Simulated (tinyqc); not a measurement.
Plane-wave Kohn-Sham cycle with exchange-only LDA in a layered model solid, step by step. One step of it, computed by the program tinyqc.

Question. Iteration 1: Hamiltonian at one k. H(m,m') = (k + G_m)^2/2 delta + V(G_m - G_m'), with V(-G) = V(G).

A solid whose potential varies along x alone (atomic units):
```
parameter                      value
period a                   14.500000
cross-section of the cell  32.000000
electrons per cell                 4
grid points                       16
plane waves -n..n, n               3
k points                           3
V1 in V1 cos(2 pi x/a)     -0.390000
```

V(G_m), m = 0, 1, 2, ... (hartree): [-0.201916, -0.195000, 0.000000, 0.000000, 0.000000, 0.000000, 0.000000]

k = 0.000000 2 pi / a

Give: H.

Answer.

H (hartree), order -3, -2, -1, +0, +1, +2, +3:
```
[[0.6430, -0.1950, 0.0000, 0.0000, 0.0000, 0.0000, 0.0000],
 [-0.1950, 0.1736, -0.1950, 0.0000, 0.0000, 0.0000, 0.0000],
 [0.0000, -0.1950, -0.1080, -0.1950, 0.0000, 0.0000, 0.0000],
 [0.0000, 0.0000, -0.1950, -0.2019, -0.1950, 0.0000, 0.0000],
 [0.0000, 0.0000, 0.0000, -0.1950, -0.1080, -0.1950, 0.0000],
 [0.0000, 0.0000, 0.0000, 0.0000, -0.1950, 0.1736, -0.1950],
 [0.0000, 0.0000, 0.0000, 0.0000, 0.0000, -0.1950, 0.6430]]
```
